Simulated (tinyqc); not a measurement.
Width and zero-phonon weight against temperature: configuration-coordinate model of a defect: Huang-Rhys factor and luminescence line shape. Computed by tinyqc, a small Python program. Command: `OMP_NUM_THREADS=1 python tinyqc.py 3019828 3019829 out.jsonl ccline walk`. One thread of a shared host (Intel(R) Xeon(R) Processor @ 2.30GHz), about 0.02 s of CPU time with the checks.

Ground state E_g(Q) = (1/2) omega_g^2 Q^2; excited state E_e(Q) = E_0 + (1/2) omega_e^2 (Q - dQ)^2 with omega_e = omega_g and E_0 = E_ZPL. Q is mass-weighted; the dipole does not depend on Q (Condon approximation).

Inputs (values chosen for the exercise, for a model defect): zero-phonon energy E_ZPL = 0.546 eV; displacement dQ = 0.749 u^(1/2) angstrom; ground-state phonon hbar omega_g = 14 meV.

Modes: equal frequencies in both states.

Constants: hbar^2/u = 4.18015928e-03 eV angstrom^2; k_B = 8.617333262e-05 eV/K.

Method:
- S = hbar omega dQ^2/(2 hbar^2/u) for each state; relaxation energy S hbar omega; absorption at E_0 + S_e hbar omega_e, emission at E_0 - S_g hbar omega_g; the Stokes shift is their difference.
- Overlaps <m_e|n_g> of harmonic-oscillator functions (Hermite recursion, positive leading coefficients) by a sum over an even grid (700 points from x = -9 to 9 + d for the small table, 1500 points from -16 to 16 + d for the thermal sums), with x = Q sqrt(omega_g/hbar), d = sqrt(2 S_g) and frequency ratio omega_e/omega_g.
- Initial levels m = 0..24 carry Boltzmann weights exp(-m hbar omega_e/k_B T), normalised; final levels n = 0..79; a line lies at E_ZPL + m hbar omega_e - n hbar omega_g with weight w_m <m|n>^2. Moments are taken over these weights without the E^3 factor; FWHM = 2 sqrt(2 ln 2) x standard deviation; the zero-phonon weight is the sum of w_m <m|m>^2.
- For comparison: FWHM(0) sqrt(coth(hbar omega_e/2 k_B T)) with FWHM(0) from the first row, and exp(-S_g coth(hbar omega_e/2 k_B T)).

S_g = 0.939440

Against temperature:
```
T (K)  mean energy (eV)  FWHM (eV)  coth law (eV)  zero-phonon weight  exp(-S coth)
8.1             0.53285   0.031954       0.031954             0.39085       0.39085
24.0            0.53285   0.031990       0.031990             0.39040       0.39000
49.0            0.53285   0.033136       0.033136             0.37681       0.36413
81.0            0.53285   0.036586       0.036586             0.33997       0.29183
130.0           0.53285   0.042911       0.042911             0.28705       0.18375
190.0           0.53285   0.050319       0.050319             0.24359       0.09733
280.0           0.53285   0.060146       0.060147             0.20486       0.03585
```

What follows from these numbers?

The width grows by a factor 1.88, flat while k_B T is well below hbar omega and as sqrt(T) above; for equal frequencies the coth law is exact. The mean energy stays fixed, as it must for equal frequencies. The zero-phonon weight goes from 0.391 to 0.205; the single exponential assumes equal frequencies, leaves out lines that absorb and emit the same number of phonons, and falls to 0.0358.
